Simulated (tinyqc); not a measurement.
Comparisons within one model: free-carrier optics of a doped semiconductor (Drude model with one polar phonon). A value that a table varies takes the place of the one given here.

eps(E) = ei [1 - Ep^2/(E^2 + i E Gam)] + (es - ei) wT^2/(wT^2 - E^2 - i E gT), with Ep^2 = 8 pi c (e^2/(4 pi eps0)) N/(m ei), c = hbar^2/2m0, N in 1/angstrom^3 (1e-24 per 1/cm^3); Gam = hbar/tau, tau = mu m m0/e with m0/e = 5.685630e-12 kg/C and mu in m^2/(V s). Energies in meV.

n + i k = sqrt(eps1 + i eps2) with k >= 0; R = ((n - 1)^2 + k^2)/((n + 1)^2 + k^2) at normal incidence from vacuum; alpha = 2 E k/(hbar c), times 1e8 for 1/cm; loss function Im(-1/eps) = eps2/(eps1^2 + eps2^2).

Constants: hbar^2/2m0 = 3.80998211 eV angstrom^2; e^2/(4 pi eps0) = 14.39964547 eV angstrom; hbar = 6.58211957e-16 eV s; hbar c = 1973.269805 eV angstrom.

Values chosen for the exercise (mass and dielectric values near those of SiC; N and mu are free inputs; interband absorption and the rise of the mass with filling are left out; not measured data): m = 0.427 m0 (conductivity mass); ei = 6.64 (high-frequency dielectric constant); wT = 100.5 meV (TO phonon); es = 9.89 (static dielectric constant); N = 3.7e+17 1/cm^3 (carrier density); mu = 67 cm^2/(V s) (mobility); gT = 0.5 meV (phonon damping); E = 6.1 meV (photon energy).

## The coupled modes against doping

L-, L+ solve E^4 - (wL^2 + Ep^2) E^2 + Ep^2 wT^2 = 0, wL = wT sqrt(es/ei); damping left out; energies in meV.

Modes:
```
N (1/cm^3)      Ep     L-      L+  Ep sqrt(ei/es)
9.0e+17      20.92  17.06  123.25           17.14
3.0e+18      38.20  30.78  124.72           31.30
9.0e+18      66.16  51.32  129.57           54.21
2.0e+19      98.62  70.42  140.75           80.81
3.0e+19     120.79  79.50  152.68           98.97
6.0e+19     170.82  90.42  189.86          139.97
1.0e+20     220.53  94.77  233.87          180.69
3.0e+20     381.96  98.72  388.83          312.97
9.0e+20     661.58  99.92  665.39          542.08
```

wL = 122.65 meV

At low density L- follows Ep sqrt(ei/es) (17.06 against 17.14), a plasmon screened by the lattice, and L+ starts at wL. At the highest density L- has come within 0.58 meV of wT, since the carriers screen the field that lifts wL, and L+ is within 3.81 meV of Ep. The branches are closest, 70.34 meV, at 2e+19 1/cm^3 of those listed. The mass is held fixed, while in a real band it rises with filling.

## Reflectance across the plasma edge

Spectrum:
```
E (meV)   eps1   eps2      R  alpha (1/cm)
1.3       9.16  22.69  0.513           365
4.0       9.17   7.31  0.326           458
6.7       9.19   4.29  0.284           468
9.4       9.23   2.98  0.270           462
11.4      9.26   2.40  0.265           452
13.4      9.29   1.99  0.263           440
14.8      9.32   1.76  0.262           431
16.8      9.36   1.50  0.261           417
20.1      9.44   1.18  0.261           391
26.8      9.63   0.77  0.264           337
40.2     10.14   0.38  0.273           242
67.1     12.31   0.15  0.310           148
```

Ep = 13.4 meV and Gam = 40.5 meV: Gam exceeds Ep, so damping washes the plasma edge out. R is 0.513 at the lowest energy and lowest, 0.261, at 16.8 meV of those listed; without damping and phonon it would vanish at Ep sqrt(ei/(ei - 1)) = 14.6 meV. At the highest energy R is 0.310, against 0.194 for ei alone. Between the last two rows alpha goes as E^-0.96, where the Drude limit far above Ep and Gam is E^-2; Gam and the phonon term both still act in these rows.

## Free-carrier absorption and index change in the near infrared

At the wavelengths listed E = hc/lambda (hc = 1239.841984 eV nm). Approximate forms: alpha = ei Ep^2 Gam/(E^2 sqrt(ei) hbar c) and dn = -sqrt(ei) Ep^2/(2 E^2). The phonon term is left out here.

Free carriers:
```
lambda (micrometre)  E (meV)  alpha (1/cm)  alpha, approximate         dn  dn, approximate
1.31                   946.4          1.06                1.06  -0.000258        -0.000259
1.55                   799.9          1.48                1.49  -0.000361        -0.000362
2.00                   619.9          2.46                2.47  -0.000601        -0.000603
3.00                   413.3          5.52                5.57   -0.00134         -0.00136
5.00                   248.0          15.1                15.5   -0.00368         -0.00377
8.00                   155.0          37.2                39.6   -0.00905         -0.00965
10.60                  117.0          62.4                69.5    -0.0152          -0.0169
```

At 1.55 micrometre alpha = 1.48 1/cm and dn = -0.000361; a phase shift of pi needs a length lambda/(2 |dn|) = 2.14e+03 micrometre, over which the loss is 1.38 dB. The approximate alpha is within 5 % up to 5 micrometre of the wavelengths listed; it needs photon energies well above both Ep and Gam, which lie at 92.4 and 30.6 micrometre. Interband and intervalley absorption are left out.

## What moves the optical constants

At the energy E. Each row changes one parameter from the base and keeps the others.

Results:
```
case                  Ep (meV)  Gam (meV)       R  alpha (1/cm)
base                     13.41      40.47  0.2893           468
N = 5.55e+17 1/cm^3      16.43      40.47  0.3202           691
m = 0.5124 m0            12.25      33.72  0.2868           467
mu = 40.2 cm^2/(V s)     13.41      67.44  0.2760           284
ei = 6.97                13.09      40.47  0.2893           468
E = 7.3 meV              13.41      40.47  0.2793           468
```

The largest shifts from the base row, up to three for each result and ties (the steps differ in size, so this ranks the rows, not the parameters). Ep (meV): N +3.01, m -1.17, ei -0.32; unchanged at the printed digits by mu and E. Gam (meV): mu +26.98, m -6.74; unchanged at the printed digits by N, ei and E. R: N +0.0309, mu -0.0133, E -0.0100; unchanged at the printed digits by ei. alpha (1/cm): N +223, mu -185, m -1.23; unchanged at the printed digits by ei and E.

(tinyqc, `OMP_NUM_THREADS=1 python tinyqc.py 1652270 1652271 out.jsonl`, Intel(R) Xeon(R) Processor @ 2.30GHz, 1 thread, shared host, about 0.01 s.)
